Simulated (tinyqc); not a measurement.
# Admittance spectroscopy of a deep trap: two studies

Schottky contact on an n-type layer with shallow donors Nd (all ionised) and a donor-like deep trap, neutral when filled and positive when empty; depletion approximation. Traps within lam of the depletion edge stay filled. The traps at xt = W - lam, where the level crosses the Fermi level, follow a slow signal and not a fast one. w = 2 pi f.

Values chosen for this exercise; material values close to those of gallium nitride:
```
symbol    value   unit                                      meaning
eps_r      9.69                               relative permittivity
Nc       2.3e18  cm^-3   conduction-band density of states at 300 K
vth       2.6e7   cm/s                    thermal velocity at 300 K
Nd       1.4e16  cm^-3                        shallow donor density
Vbi         1.1      V                             built-in voltage
Et         0.24     eV  depth of the trap below the conduction edge
sn      2.3e-14   cm^2                        capture cross-section
Nt       1.8e16  cm^-3                                 trap density
Vr            0      V                                 reverse bias
T           158      K                                  temperature
```

Constants: q = 1.602176634e-19 C, kB = 1.380649e-23 J/K, eps0 = 8.8541878128e-14 F/cm where lengths are in cm. Results are converted to the units shown.

Each table varies one quantity; the others keep the values above.

## Admittance against frequency

Emission rate en = sn vth(T) Nc(T) exp(-Et/kB T) = sn g T^2 exp(-Et/kB T), g = vth Nc/(300 K)^2, as vth goes as T^0.5 and Nc as T^1.5 (degeneracy factor 1). lam = sqrt(2 eps0 eps_r (EF - ET)/(q Nd)), EF - ET = Et - (kB T/q) ln(Nc(T)/Nd), Nc(T) = Nc (T/300 K)^1.5. In the steady state at the band bending V, 2 eps0 eps_r V/q = Nd W^2 + Nt (W - lam)^2 (the second term only if W > lam). V = Vbi + Vr. C_HF = eps0 eps_r/W, C_LF = eps0 eps_r (Nd + Nt)/(Nd W + Nt xt). Inflection frequency w0 = 2 en [1 + Nt xt/(Nd W)]; C = C_HF + (C_LF - C_HF)/(1 + (w/w0)^2), G/w = (C_LF - C_HF)(w/w0)/(1 + (w/w0)^2).

Admittance against frequency:

| f (Hz) | C (nF/cm^2) | G/w (nF/cm^2) |
|---|---|---|
| 200 | 46.95 | 0.5576 |
| 460 | 46.85 | 1.272 |
| 1100 | 46.27 | 2.900 |
| 2400 | 44.19 | 5.218 |
| 5600 | 39.34 | 6.133 |
| 13000 | 35.76 | 3.881 |
| 29000 | 34.71 | 1.902 |
| 66000 | 34.47 | 0.8519 |
| 1.5e5 | 34.42 | 0.3762 |

C falls from 47.0 to 34.4 nF/cm^2, between C_LF = 47.0 and C_HF = 34.4, and G/w goes from 0.558 through a maximum of 6.13 (at f = 5600 Hz among the rows listed) to 0.376 nF/cm^2. The exact peak is half of the step, 6.28 nF/cm^2, at 4500 Hz.

## Effect of the bias

Same model as above.

V = Vbi + Vr.

Effect of the bias:

| Vr (V) | W (nm) | xt/W | C_HF (nF/cm^2) | step (nF/cm^2) | step (% of C_HF) |
|---|---|---|---|---|---|
| 0 | 249.3 | 0.5246 | 34.41 | 12.56 | 36.50 |
| 0.9 | 318.6 | 0.6280 | 26.93 | 7.125 | 26.46 |
| 1.7 | 367.1 | 0.6771 | 23.37 | 5.187 | 22.19 |
| 2.6 | 413.6 | 0.7134 | 20.74 | 3.986 | 19.22 |
| 3.4 | 450.3 | 0.7368 | 19.05 | 3.312 | 17.38 |
| 4.3 | 487.7 | 0.7570 | 17.59 | 2.786 | 15.83 |
| 5.1 | 518.4 | 0.7714 | 16.55 | 2.443 | 14.76 |
| 6 | 550.6 | 0.7847 | 15.58 | 2.147 | 13.78 |

xt/W rises from 0.525 to 0.785 since lam stays at 119 nm, and the relative step falls from 36.5 to 13.8 %: the nearer xt lies to W in proportion, the less the traps add.

tinyqc, about 0.01 s, one thread, Intel Xeon 2.30GHz (shared host): `OMP_NUM_THREADS=1 python tinyqc.py 2050065 2050066 out.jsonl`
